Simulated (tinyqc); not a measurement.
Worked calculation: MP2 on RHF in the sto-3g basis, for H6, spin multiplicity 1. One step of it, computed by the program tinyqc.

Question. Second-order Moller-Plesset energy. E2 = sum_ijab (ia|jb) [2 (ia|jb) - (ib|ja)] / (e_i + e_j - e_a - e_b) over occupied i, j and virtual a, b; the opposite-spin part is (ia|jb)^2 / denominator, the rest is same-spin, and SCS-MP2 scales them by 6/5 and 1/3.

orbital energies (hartree): MO1 -0.606187, MO2 -0.535881, MO3 -0.448180, MO4 0.366878, MO5 0.584681, MO6 0.835354

Two-electron integrals over orbitals (pq|rs), unique and non-zero (hartree):
```
(11|11) 0.386443    (21|11) -0.000182   (21|21) 0.127575    (22|11) 0.303910
(22|21) -0.000230   (22|22) 0.377076    (31|11) 0.078673    (31|21) 0.000487
(31|22) -0.067336   (31|31) 0.137911    (32|11) 0.000687    (32|21) -0.128662
(32|22) -0.000151   (32|31) 0.000361    (32|32) 0.143125    (33|11) 0.369829
(33|21) 0.000534    (33|22) 0.320756    (33|31) 0.050288    (33|32) -0.000257
(33|33) 0.369668    (41|11) 0.000151    (41|21) -0.028866   (41|22) -0.000139
(41|31) 0.000137    (41|32) -0.001378   (41|33) 0.000042    (41|41) 0.080163
(42|11) -0.043724   (42|21) -0.000294   (42|22) 0.006790    (42|31) -0.042028
(42|32) -0.000045   (42|33) -0.014836   (42|41) 0.000183    (42|42) 0.063438
(43|11) 0.000313    (43|21) -0.049795   (43|22) -0.000022   (43|31) 0.000125
(43|32) 0.047686    (43|33) -0.000079   (43|41) 0.017511    (43|42) -0.000100
(43|43) 0.069616    (44|11) 0.365695    (44|21) 0.000449    (44|22) 0.317935
(44|31) 0.046374    (44|32) -0.000182   (44|33) 0.358265    (44|41) 0.000031
(44|42) -0.020778   (44|43) -0.000049   (44|44) 0.370147    (51|11) 0.008926
(51|21) -0.000107   (51|22) 0.021281    (51|31) -0.016981   (51|32) -0.000094
(51|33) -0.006489   (51|41) 0.000236    (51|42) -0.042403   (51|43) 0.000143
(51|44) 0.000122    (51|51) 0.046946    (52|11) -0.000141   (52|21) 0.014415
(52|22) 0.000146    (52|31) -0.000199   (52|32) 0.006175    (52|33) -0.000089
(52|41) -0.055293   (52|42) -0.000102   (52|43) 0.040723    (52|44) -0.000077
(52|51) -0.000151   (52|52) 0.091369    (53|11) -0.051832   (53|21) -0.000284
(53|22) 0.000743    (53|31) -0.045540   (53|32) -0.000068   (53|33) -0.026726
(53|41) 0.000158    (53|42) 0.061708    (53|43) -0.000139   (53|44) -0.022933
(53|51) -0.039563   (53|52) -0.000112   (53|53) 0.065231    (54|11) 0.000611
(54|21) -0.126987   (54|22) -0.000121   (54|31) 0.000257    (54|32) 0.137164
(54|33) -0.000300   (54|41) 0.004334    (54|42) -0.000016   (54|43) 0.048900
(54|44) -0.000235   (54|51) -0.000057   (54|52) 0.005390    (54|53) -0.000034
(54|54) 0.145776    (55|11) 0.313621    (55|21) -0.000222   (55|22) 0.378145
(55|31) -0.059451   (55|32) -0.000130   (55|33) 0.328004    (55|41) -0.000099
(55|42) 0.003576    (55|43) -0.000006   (55|44) 0.335385    (55|51) 0.021927
(55|52) 0.000125    (55|53) -0.000241   (55|54) -0.000103   (55|55) 0.399012
(61|11) -0.000036   (61|21) -0.002267   (61|22) -0.000106   (61|31) 0.000058
(61|32) -0.009238   (61|33) 0.000028    (61|41) 0.028596    (61|42) 0.000211
(61|43) 0.056158    (61|44) 0.000014    (61|51) -0.000065   (61|52) 0.033943
(61|53) 0.000173    (61|54) -0.006994   (61|55) -0.000094   (61|61) 0.067311
(62|11) 0.015417    (62|21) -0.000113   (62|22) 0.026720    (62|31) -0.014639
(62|32) -0.000071   (62|33) 0.003407    (62|41) 0.000246    (62|42) -0.040769
(62|43) 0.000194    (62|44) 0.001410    (62|51) 0.044708    (62|52) -0.000120
(62|53) -0.042516   (62|54) -0.000056   (62|55) 0.025807    (62|61) -0.000015
(62|62) 0.046510    (63|11) 0.000148    (63|21) -0.033263   (63|22) -0.000130
(63|31) 0.000118    (63|32) 0.006068    (63|33) 0.000018    (63|41) 0.078751
(63|42) 0.000223    (63|43) 0.019530    (63|44) 0.000024    (63|51) 0.000204
(63|52) -0.055979   (63|53) 0.000205    (63|54) 0.004954    (63|55) -0.000115
(63|61) 0.028690    (63|62) 0.000224    (63|63) 0.083469    (64|11) 0.079831
(64|21) 0.000445    (64|22) -0.060817   (64|31) 0.132458    (64|32) 0.000379
(64|33) 0.050934    (64|41) 0.000124    (64|42) -0.044034   (64|43) 0.000138
(64|44) 0.051002    (64|51) -0.014207   (64|52) -0.000191   (64|53) -0.046331
(64|54) 0.000302    (64|55) -0.063177   (64|61) 0.000048    (64|62) -0.013526
(64|63) 0.000118    (64|64) 0.141663    (65|11) -0.000232   (65|21) 0.130032
(65|22) -0.000152   (65|31) 0.000376    (65|32) -0.131729   (65|33) 0.000527
(65|41) -0.030786   (65|42) -0.000274   (65|43) -0.052819   (65|44) 0.000460
(65|51) -0.000096   (65|52) 0.015230    (65|53) -0.000265   (65|54) -0.137038
(65|55) -0.000170   (65|61) -0.003667   (65|62) -0.000107   (65|63) -0.036762
(65|64) 0.000372    (65|65) 0.144014    (66|11) 0.407836    (66|21) -0.000068
(66|22) 0.320608    (66|31) 0.083787    (66|32) 0.000605    (66|33) 0.391338
(66|41) 0.000138    (66|42) -0.048695   (66|43) 0.000296    (66|44) 0.396587
(66|51) 0.010971    (66|52) -0.000139   (66|53) -0.057452   (66|54) 0.000554
(66|55) 0.339942    (66|61) -0.000039   (66|62) 0.017705    (66|63) 0.000134
(66|64) 0.090869    (66|65) -0.000128   (66|66) 0.451247
```

Hartree-Fock energy = -3.26493738 hartree

Give: Terms; Pair energies; MP2 correlation energy; SCS-MP2 correlation energy; MP2 total energy.

Answer.

Terms (the 40 largest of 81):

| i | j | a | b | (ia\|jb) | (ib\|ja) | denominator | term |
|---|---|---|---|---|---|---|---|
| 2 | 2 | 5 | 5 | 0.091 | 0.091 | -2.241 | -3.73e-03 |
| 3 | 1 | 6 | 4 | 0.079 | 0.056 | -2.257 | -3.54e-03 |
| 1 | 3 | 4 | 6 | 0.079 | 0.056 | -2.257 | -3.54e-03 |
| 1 | 1 | 4 | 4 | 0.080 | 0.080 | -1.946 | -3.30e-03 |
| 3 | 3 | 4 | 4 | 0.070 | 0.070 | -1.630 | -2.97e-03 |
| 3 | 3 | 6 | 6 | 0.083 | 0.083 | -2.567 | -2.71e-03 |
| 2 | 3 | 4 | 5 | 0.062 | 0.041 | -1.936 | -2.64e-03 |
| 3 | 2 | 5 | 4 | 0.062 | 0.041 | -1.936 | -2.64e-03 |
| 2 | 2 | 4 | 4 | 0.063 | 0.063 | -1.806 | -2.23e-03 |
| 3 | 3 | 5 | 5 | 0.065 | 0.065 | -2.066 | -2.06e-03 |
| 2 | 1 | 5 | 4 | -0.055 | -0.042 | -2.094 | -1.80e-03 |
| 1 | 2 | 4 | 5 | -0.055 | -0.042 | -2.094 | -1.80e-03 |
| 3 | 2 | 6 | 5 | -0.056 | -0.043 | -2.404 | -1.62e-03 |
| 2 | 3 | 5 | 6 | -0.056 | -0.043 | -2.404 | -1.62e-03 |
| 1 | 1 | 6 | 6 | 0.067 | 0.067 | -2.883 | -1.57e-03 |
| 2 | 1 | 6 | 5 | 0.045 | 0.034 | -2.562 | -9.68e-04 |
| 1 | 2 | 5 | 6 | 0.045 | 0.034 | -2.562 | -9.68e-04 |
| 1 | 1 | 5 | 5 | 0.047 | 0.047 | -2.382 | -9.25e-04 |
| 1 | 3 | 6 | 4 | 0.056 | 0.079 | -2.257 | -8.35e-04 |
| 3 | 1 | 4 | 6 | 0.056 | 0.079 | -2.257 | -8.35e-04 |
| 2 | 2 | 6 | 6 | 0.047 | 0.047 | -2.742 | -7.89e-04 |
| 2 | 2 | 6 | 4 | -0.041 | -0.041 | -2.274 | -7.31e-04 |
| 2 | 2 | 4 | 6 | -0.041 | -0.041 | -2.274 | -7.31e-04 |
| 3 | 1 | 5 | 5 | -0.040 | -0.040 | -2.224 | -7.04e-04 |
| 1 | 3 | 5 | 5 | -0.040 | -0.040 | -2.224 | -7.04e-04 |
| 1 | 2 | 5 | 4 | -0.042 | -0.055 | -2.094 | -5.98e-04 |
| 2 | 1 | 4 | 5 | -0.042 | -0.055 | -2.094 | -5.98e-04 |
| 2 | 3 | 6 | 5 | -0.043 | -0.056 | -2.404 | -5.14e-04 |
| 3 | 2 | 5 | 6 | -0.043 | -0.056 | -2.404 | -5.14e-04 |
| 3 | 2 | 4 | 5 | 0.041 | 0.062 | -1.936 | -4.15e-04 |
| 2 | 3 | 5 | 4 | 0.041 | 0.062 | -1.936 | -4.15e-04 |
| 1 | 1 | 4 | 6 | 0.029 | 0.029 | -2.415 | -3.39e-04 |
| 1 | 1 | 6 | 4 | 0.029 | 0.029 | -2.415 | -3.39e-04 |
| 1 | 2 | 6 | 5 | 0.034 | 0.045 | -2.562 | -3.07e-04 |
| 2 | 1 | 5 | 6 | 0.034 | 0.045 | -2.562 | -3.07e-04 |
| 3 | 1 | 6 | 6 | 0.029 | 0.029 | -2.725 | -3.02e-04 |
| 1 | 3 | 6 | 6 | 0.029 | 0.029 | -2.725 | -3.02e-04 |
| 3 | 3 | 6 | 4 | 0.020 | 0.020 | -2.099 | -1.82e-04 |
| 3 | 3 | 4 | 6 | 0.020 | 0.020 | -2.099 | -1.82e-04 |
| 1 | 3 | 4 | 4 | 0.018 | 0.018 | -1.788 | -1.71e-04 |

Pair energies (hartree; pair i-j sums ij and ji):

| pair | opposite spin | same spin |
|---|---|---|
| 1-1 | -0.006 | 0 |
| 2-1 | -0.007 | -2.49e-04 |
| 2-2 | -0.008 | 0 |
| 3-1 | -0.011 | -4.52e-04 |
| 3-2 | -0.010 | -6.06e-04 |
| 3-3 | -0.008 | 0 |

MP2 correlation energy = -0.05160 hartree

SCS-MP2 correlation energy = -0.06079 hartree

MP2 total energy = -3.31654 hartree
